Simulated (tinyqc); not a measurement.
Comparisons within one model: model-solid line-up of a strained alloy layer on a substrate. A value that a table varies takes the place of the one given here.

All values of the alloy are linear in x but the gap, Eg(x) = (1 - x) Eg_A + x Eg_B - C x (1 - x), and the valence edge, Ev(x) = (1 - x) Ev_A + x Ev_B + fv C x (1 - x); Ec = Ev + Eg. Ev is the top of the unstrained valence band on a scale common to all materials. In the layer only the Gamma valley of the conduction band is followed, also where an X or L valley would lie lower.

Coherent growth on a (001) face: e_par = (a_s - a)/a, e_perp = -2 (C12/C11) e_par; exx = eyy = e_par, ezz = e_perp, no shear.

Strained edges: Ec + ac tr(e); the valence edges are Ev plus the levels of the 6 x 6 matrix of X, Y, Z times spin with -Dso/3 + l exx + m (eyy + ezz) on the diagonal (cyclic), n exy off it, l = av + 2 b, m = av - b, n = sqrt(3) d. Spin-orbit term (Dso/3) L.sigma on X, Y, Z with (L_k)_ij = -i epsilon_kij: <X+|H|Y+> = -i Dso/3, <X+|H|Z-> = Dso/3, <Y+|H|Z-> = -i Dso/3, <Z+|H|X-> = -Dso/3, <Z+|H|Y-> = i Dso/3, <X-|H|Y-> = i Dso/3, and their conjugates; + and - are the spin along z.

dEc = Ec(substrate) - Ec(layer), dEv = Ev(layer) - Ev(substrate); positive values confine the carrier in the layer. Type I: both of one sign; type II: opposite signs; type III: the gaps do not overlap.

Coherent growth: e_par = (a_s - a)/a. (001): e_perp = -2 (C12/C11) e_par; exx = eyy = e_par, ezz = e_perp, no shear. (111): e_perp = -(2 C11 + 4 C12 - 4 C44)/(C11 + 2 C12 + 4 C44) e_par; exx = eyy = ezz = (2 e_par + e_perp)/3 and exy = eyz = ezx = (e_perp - e_par)/3. (110): e_perp = -(C11 + 3 C12 - 2 C44)/(C11 + C12 + 2 C44) e_par; exx = eyy = (e_par + e_perp)/2, ezz = e_par, exy = (e_perp - e_par)/2, eyz = ezx = 0.

Inputs chosen for the exercise (A near AlAs, B near InAs, substrate near Ge; the results hold for these values, not for the real material): a = (5.655, 6.054) angstrom (lattice constant of A, B); Eg = (3.118, 0.423) eV (gap at Gamma to the s-like level of A, B); Dso = (0.277, 0.394) eV (spin-orbit splitting of A, B); Ev = (-1.32, -0.6) eV (top of the unstrained valence band of A, B); ac = (-5.63, -5.01) eV (conduction deformation potential of A, B); av = (2.44, 1.01) eV (valence hydrostatic potential of A, B); b = (-2.33, -1.82) eV (tetragonal shear potential of A, B); d = (-3.41, -3.63) eV (trigonal shear potential of A, B); C11 = (126.5, 82.2) GPa (of A, B); C12 = (53.1, 45.7) GPa (of A, B); C44 = (54.3, 39.8) GPa (of A, B); C = 0.636 eV (bowing of the gap); fv = 0.3 (share of the bowing taken by the valence edge); a_s = 5.653 angstrom (substrate); Eg_s = 0.735 eV (lowest gap of the substrate); Ev_s = -0.35 eV (substrate valence edge); face = 001 (growth face); x = 0.02 (fraction of B).

## Composition against offsets

Each composition is strained to the same substrate.

Results:
```
x     e_par (%)  relaxed gap (eV)  strained gap (eV)  valence splitting (meV)  dEc (eV)  dEv (eV)  type
0.02      -0.18             3.052              3.060                       15    -1.376    -0.949     I
0.08      -0.60             2.856              2.884                       46    -1.260    -0.889     I
0.14      -1.01             2.664              2.711                       72    -1.147    -0.829     I
0.20      -1.43             2.477              2.540                       93    -1.035    -0.770     I
0.25      -1.77             2.325              2.400                      107    -0.943    -0.722     I
0.31      -2.18             2.147              2.234                      122    -0.835    -0.664     I
0.37      -2.58             1.973              2.071                      135    -0.730    -0.607     I
0.43      -2.98             1.803              1.911                      146    -0.626    -0.551     I
```

The layer stays under compression over this range. The strained gap runs from 3.060 to 1.911 eV, against 3.052 to 1.803 eV for the relaxed alloy: strain takes back part of the change that the composition makes. Strains above 2 % can be kept only in layers of a few nanometres. The line-up is type I throughout, with the layer as the barrier. Where the alloy is indirect its X or L edge, left out, lies lower and sets the real gap and dEc.

## The same layer on three faces

Composition and substrate are kept.

Results:
```
face   e_perp (%)  tr(e) (%)  shift of Ec (meV)  shift of Ev (meV)  valence splitting (meV)  gap (eV)
(001)       0.149     -0.204               11.5                2.6                     14.7    3.0605
(111)       0.097     -0.255               14.3               -0.8                     10.6    3.0667
(110)       0.109     -0.244               13.7                0.0                     11.5    3.0653
```

The layer yields most along the normal on (001) and least on (111), so the volume change, and with it the shift of Ec, is largest on (111). The valence splitting, set by b on (001), by d on (111) and by both on (110), is largest on (001). The gaps span 6 meV, from (001) to (111).

## What each parameter does

Strained gap, valence splitting and offsets. Each row changes one parameter from the base and keeps the others.

Results:
```
case                      gap (eV)  splitting (meV)  dEc (eV)  dEv (eV)
base                        3.0605             14.7   -1.3762   -0.9492
x = 0.26                    2.3723            110.0   -0.9253   -0.7120
a_s = 5.633 angstrom        3.0782             41.3   -1.3992   -0.9440
C = 0.736 eV                3.0585             14.7   -1.3749   -0.9487
fv = 0.5                    3.0605             14.7   -1.3787   -0.9467
Ev_s = -0.3 eV              3.0605             14.7   -1.3262   -0.9992
Dso = (0.319, 0.453) eV     3.0605             14.7   -1.3762   -0.9492
ac = (-6.474, -5.761) eV    3.0622             14.7   -1.3779   -0.9492
d = (-3.922, -4.174) eV     3.0605             14.7   -1.3762   -0.9492
```

The largest shifts from the base row, up to three for each result and ties (the steps differ in size, so this ranks the rows, not the parameters). gap (eV): x -0.6882, a_s +0.0177, C -0.0020; unchanged at the printed digits by fv, Ev_s, Dso and d. splitting (meV): x +95.4, a_s +26.7; unchanged at the printed digits by C, fv, Ev_s, Dso, ac and d. dEc (eV): x +0.4509, Ev_s +0.0500, a_s -0.0230; unchanged at the printed digits by Dso and d. dEv (eV): x +0.2373, Ev_s -0.0500, a_s +0.0052; unchanged at the printed digits by Dso, ac and d.

Computed by tinyqc, a small Python program: `OMP_NUM_THREADS=1 python tinyqc.py 1080896 1080897 out.jsonl` (the numbers bound the seed that draws the inputs); one thread of a shared host (Intel(R) Xeon(R) Processor @ 2.30GHz), about 0.01 s for the whole set of steps.
